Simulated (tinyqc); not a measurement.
Six-band Luttinger-Kohn model with strain, step by step. Values are carried at full precision from step to step, so a last printed digit may differ when a step is redone from the rounded ones.

Constants: hbar^2/2m0 = 3.80998211 eV angstrom^2.

Values chosen for the exercise (near those of Si; shifted at random, so the results belong to these values and not to a real crystal):
```
symbol  value               unit        meaning
C11     161.2               GPa
C12     65.8                GPa
C44     77.4                GPa
load    biaxial (001)                   kind of stress
X       1.84                GPa         stress
Dso     0.044               eV          spin-orbit splitting
g1      4.26                            Luttinger gamma1
g2      0.34                            gamma2
g3      1.45                            gamma3
av      2.41                eV          valence hydrostatic potential
b       -2.16               eV          tetragonal shear potential
d       -4.66               eV          trigonal shear potential
k       (-0.053, 0.017, 0)  1/angstrom  wave vector
kmax    0.1                 1/angstrom  end of the path
```

## Strain from a biaxial (001) stress

s11 = (C11 + C12)/((C11 - C12)(C11 + 2 C12)), s12 = -C12/((C11 - C12)(C11 + 2 C12)), s44 = 1/C44; exx = s11 sxx + s12 (syy + szz) and cyclic, exy = s44 sxy/2; tension is positive. A uniaxial stress X along the unit vector n is s_ij = X n_i n_j. Here sxx = syy = X, all else zero.

s11, s12, s44 (1/TPa): 8.1266  -2.3556  12.9199

strain tensor:
```
          x         y          z
x  0.010619  0.000000   0.000000
y  0.000000  0.010619   0.000000
z  0.000000  0.000000  -0.008669
```

The volume changes by +1.257 %; there is no shear in the cubic axes, so d does not enter.

## The terms P, Q, R, S at one k

P = c g1 k^2 - av tr(e); Q = c g2 (kx^2 + ky^2 - 2 kz^2) - (b/2)(exx + eyy - 2 ezz); R = c sqrt3 [-g2 (kx^2 - ky^2) + 2i g3 kx ky] + (sqrt3/2) b (exx - eyy) - i d exy; S = 2 c sqrt3 g3 (kx - i ky) kz - d (exz - i eyz); c = hbar^2/2m0, e the strain tensor (not engineering shear).

Form the four terms.

Terms (eV):
```
term             from k  from strain
P               0.05028     -0.03029
Q               0.00401      0.04166
R     -0.00565-0.01724i      0.00000
S               0.00000      0.00000
```

## The Hamiltonian

Six-band Luttinger-Kohn model in the basis |3/2,3/2>, |3/2,1/2>, |3/2,-1/2>, |3/2,-3/2>, |1/2,1/2>, |1/2,-1/2>, electron energies, zero at the top of the unstrained valence band. H = -[rows: (P+Q, -S, R, 0, -S/r2, r2 R); (-S*, P-Q, 0, R, -r2 Q, r32 S); (R*, 0, P-Q, S, r32 S*, r2 Q); (0, R*, S*, P+Q, -r2 R*, -S*/r2); (-S*/r2, -r2 Q, r32 S, -r2 R, P+Dso, 0); (r2 R*, r32 S*, r2 Q, -S/r2, 0, P+Dso)], r2 = sqrt(2), r32 = sqrt(3/2). Levels are twofold.

Each term is the sum of its two parts.

H(k) (eV), lower triangle (Hermitian):
```
                 3/2,3/2         3/2,1/2  3/2,-1/2         3/2,-3/2  1/2,1/2  1/2,-1/2
3/2,3/2          -0.0657
3/2,1/2                0          0.0257
3/2,-1/2  0.0057-0.0172i               0    0.0257
3/2,-3/2               0  0.0057-0.0172i         0          -0.0657
1/2,1/2                0          0.0646         0  -0.0080-0.0244i  -0.0640
1/2,-1/2  0.0080-0.0244i               0   -0.0646                0        0   -0.0640
```

## Levels and their make-up

Diagonalise H. The weights add +m and -m and are averaged over each pair; m is taken along z.

levels from the top, each twofold (eV): 0.0596  -0.0468  -0.1168

weights:
```
               top  second  third
|3/2,+-3/2>  0.001   0.727  0.271
|3/2,+-1/2>  0.790   0.045  0.165
|1/2,+-1/2>  0.209   0.228  0.563
```

The top pair is 79 % |3/2,+-1/2>, the second pair is 73 % |3/2,+-3/2> and the third pair is 56 % |1/2,+-1/2>.

## Band edges at k = 0
Diagonalise H at k = 0. The weights add +m and -m (m along z) and are averaged over each pair.

edges from the top (eV): 0.1020  -0.0114  -0.0437

weights at k = 0:
```
               top  second  third
|3/2,+-3/2>  0.000   1.000  0.000
|3/2,+-1/2>  0.794   0.000  0.206
|1/2,+-1/2>  0.206   0.000  0.794
```

The stress splits the top two pairs by 113.3 meV, 4.38 times kT at 300 K (25.85 meV); the third lies 145.7 meV below the top, against Dso = 44 meV without stress.

## The edges in closed form

With R = S = 0: P = -av tr(e), Q = -(b/2)(exx + eyy - 2 ezz), W = sqrt(Dso^2 + 2 Dso Q + 9 Q^2); E(HH) = -P - Q, E(LH) and E(SO) = -P + (Q - Dso +/- W)/2. Without the coupling to the split-off band E(LH) = -P + Q.

P = -0.03029 eV
Q = 0.04166 eV
W = 0.14568 eV

E(HH), E(LH), E(SO) (eV): -0.0114  0.1020  -0.0437

E(LH) without the coupling = 0.0719 eV

The light-hole edge is on top. The coupling raises the light-hole edge by 30.0 meV; to lowest order it is 2 Q^2/Dso = 78.9 meV, with |Q|/Dso = 0.95.

## Hole masses at the edges

Curvature at k = 0: m/m0 = -2 c h^2/(E(h u) + E(-h u) - 2 E(0)) with h = 0.0002 1/angstrom along the unit vector u.

Hole masses (m0):
```
direction    top  second  third
[110]      0.278   0.217  0.218
[1-10]     0.278   0.217  0.218
[100]      0.278   0.217  0.218
[001]      0.179   0.279  0.276
```

Of the directions listed, the top pair is lightest along [001] (0.179) and heaviest along [110], [1-10] and [100] (0.278). These masses hold only for hole energies well below the splitting of 113 meV.

## Bands along [100] and [001]

Six points from 0 to kmax in each direction.

Levels (eV):
```
direction  |k| (1/angstrom)      top   second    third  top, no stress  second, no stress
[100]                 0.000   0.1020  -0.0114  -0.0437          0.0000             0.0000
[100]                 0.020   0.0965  -0.0183  -0.0508         -0.0055            -0.0075
[100]                 0.040   0.0800  -0.0383  -0.0728         -0.0218            -0.0293
[100]                 0.060   0.0526  -0.0693  -0.1117         -0.0491            -0.0633
[100]                 0.080   0.0143  -0.1102  -0.1689         -0.0873            -0.1070
[100]                 0.100  -0.0349  -0.1609  -0.2443         -0.1364            -0.1595
[001]                 0.000   0.1020  -0.0114  -0.0437          0.0000             0.0000
[001]                 0.020   0.0935  -0.0168  -0.0492         -0.0055            -0.0075
[001]                 0.040   0.0680  -0.0332  -0.0658         -0.0218            -0.0293
[001]                 0.060   0.0256  -0.0605  -0.0935         -0.0491            -0.0633
[001]                 0.080  -0.0335  -0.0987  -0.1326         -0.0873            -0.1070
[001]                 0.100  -0.1089  -0.1478  -0.1834         -0.1364            -0.1595
```

## Checks

- Levels against the same model in the basis X, Y, Z times spin: they agree to 1e-10 or better.
- Closed-form edges against the diagonalisation: they agree to 1e-10 or better.

Program tinyqc; command `OMP_NUM_THREADS=1 python tinyqc.py 1080680 1080681 out.jsonl`; about 0.04 s on one thread of a shared Intel(R) Xeon(R) Processor @ 2.30GHz.
